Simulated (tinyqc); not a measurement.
What moves the results: optical transitions of a finite quantum well. A value that a table varies takes the place of the one given here.

Each carrier sees a square well of width L with its own depth V and masses m (inside), mb (outside); c = hbar^2/2m0, k = sqrt(m E/c), kappa = sqrt(mb (V - E)/c), and level n solves k L + 2 atan[(k/m)/(kappa/mb)] = n pi. The envelope is cos(kz) for odd n and sin(kz) for even n inside, joins exp(-kappa (|z| - L/2)) outside, and is normalised to 1. Excitons and band mixing are left out.

Constants: hbar^2/2m0 = 3.80998211 eV angstrom^2; e^2/(4 pi eps0) = 14.39964547 eV angstrom; hc = 1239.841984 eV nm.

Inputs chosen for the exercise (near those of an InGaAs well in InP; the results hold for these values, not for the real material): L = 168 angstrom (well width); Vc = 0.257 eV (conduction offset); me = 0.0412 m0 (electron, well); meb = 0.082 m0 (electron, barrier); eps = 11.4 (background dielectric constant); Nss = (0.058, 0.14, 0.29, 0.58, 0.87, 1.2, 1.7) x 1e12/cm^2 (sheet densities); Eg = 0.81 eV (gap of the well); Vv = 0.346 eV (valence offset); mh = 0.368 m0 (heavy hole along z, well); mhb = 0.55 m0 (heavy hole, barrier); ml = 0.05 m0 (light hole along z, well); mlb = 0.1164 m0 (light hole, barrier); Ls = (30, 51, 65, 85, 103, 128, 191) angstrom (widths).

## Depolarisation shift

The collective line lies at E12 sqrt(1 + a), a = 8 pi q (n1 - n2) S/(eps E12), q = e^2/(4 pi eps0), S = integral over z of (integral up to z of psi_1 psi_2)^2. Zero temperature with the mass me in both subbands: n1 - n2 = Ns until Ns reaches D E12, D = me/(2 pi c), and D E12 beyond. 1e12/cm^2 = 1e-4/angstrom^2; exchange and the static band bending by the charge are left out.

Line position:

| Ns (1e12/cm^2) | n1 - n2 | a | line (meV) | shift (meV) |
|---|---|---|---|---|
| 0.058 | 0.058 | 0.0399 | 58.08 | 1.13 |
| 0.14 | 0.140 | 0.0964 | 59.64 | 2.68 |
| 0.29 | 0.290 | 0.1996 | 62.38 | 5.43 |
| 0.58 | 0.580 | 0.3992 | 67.37 | 10.42 |
| 0.87 | 0.870 | 0.5988 | 72.02 | 15.06 |
| 1.2 | 0.980 | 0.6747 | 73.71 | 16.75 |
| 1.7 | 0.980 | 0.6747 | 73.71 | 16.75 |

S = 12.348 angstrom
E12 = 56.96 meV

What does this show?

The upward shift grows from 1.13 to 16.75 meV, 29.4 % of E12 at most. It stops moving once e2 starts to fill, at Ns = 0.98 e12/cm^2. For small a the shift is a E12/2, linear in Ns; in the last row that rule gives 19.21 meV. S/L = 0.0735, against 5/(9 pi^2) = 0.0563 for hard walls.

## Width of the well

Edge wavelength hc/(Eg + e1 + hh1), squared e1-hh1 overlap, lh1 - hh1, and the 1-2 intersubband energy with f_12 = (m1/c) E12 z_12^2, 1/m1 = <1|1/m|1> (dash: e2 unbound).

Results:

| L (angstrom) | edge (nm) | overlap^2 | lh1 - hh1 (meV) | E12 (meV) | f_12 |
|---|---|---|---|---|---|
| 30 | 1236.5 | 0.7860 | 91.3 | - | - |
| 51 | 1345.5 | 0.8735 | 60.7 | - | - |
| 65 | 1387.6 | 0.9023 | 47.4 | 183.0 | 0.684 |
| 85 | 1426.6 | 0.9278 | 34.7 | 146.4 | 0.964 |
| 103 | 1449.6 | 0.9426 | 27.2 | 115.7 | 0.974 |
| 128 | 1470.6 | 0.9564 | 20.2 | 85.7 | 0.970 |
| 191 | 1497.8 | 0.9749 | 11.1 | 46.5 | 0.963 |

How do the results move?

The edge tunes from 1236 to 1498 nm, towards hc/Eg = 1531 nm, while the overlap goes from 0.786 to 0.975. e2 binds at L = pi sqrt(c/(me Vc)) = 59.6 angstrom; f_12 starts from zero there and is 0.684 at 65 angstrom, the rest going to the continuum; among the widths listed it peaks at 0.974 (103 angstrom) and is 0.963 in the widest well, against 0.961 for hard walls.

## What each parameter does

Edge wavelength hc/(Eg + e1 + hh1), squared overlap of e1 and hh1, and the confinement energies. Each row changes one parameter from the base and keeps the others.

Results:

| case | edge (nm) | overlap^2 | e1 (meV) | hh1 (meV) |
|---|---|---|---|---|
| base | 1490.5 | 0.9698 | 18.7 | 3.1 |
| L = 151 angstrom | 1483.5 | 0.9650 | 22.0 | 3.8 |
| Eg = 0.826 eV | 1462.4 | 0.9698 | 18.7 | 3.1 |
| Vc = 0.296 eV | 1489.4 | 0.9743 | 19.3 | 3.1 |
| Vv = 0.277 eV | 1490.6 | 0.9726 | 18.7 | 3.1 |
| me = 0.0453 m0 | 1492.3 | 0.9743 | 17.7 | 3.1 |
| mh = 0.423 m0 | 1491.2 | 0.9670 | 18.7 | 2.8 |
| meb = 0.0984 m0 | 1491.9 | 0.9668 | 17.9 | 3.1 |

What does this show?

The largest shifts from the base row, up to three for each result and ties (the steps differ in size, so this ranks the rows, not the parameters). edge (nm): Eg -28.1, L -7.0, me +1.7. overlap^2: L -0.0048, me +0.0045, Vc +0.0045; unchanged at the printed digits by Eg. e1 (meV): L +3.3, me -1.0, meb -0.8; unchanged at the printed digits by Eg, Vv and mh. hh1 (meV): L +0.7, mh -0.4; unchanged at the printed digits by Eg, Vc, Vv, me and meb.

(tinyqc, `OMP_NUM_THREADS=1 python tinyqc.py 1252698 1252699 out.jsonl`, Intel(R) Xeon(R) Processor @ 2.30GHz, 1 thread, shared host, about 0.08 s.)
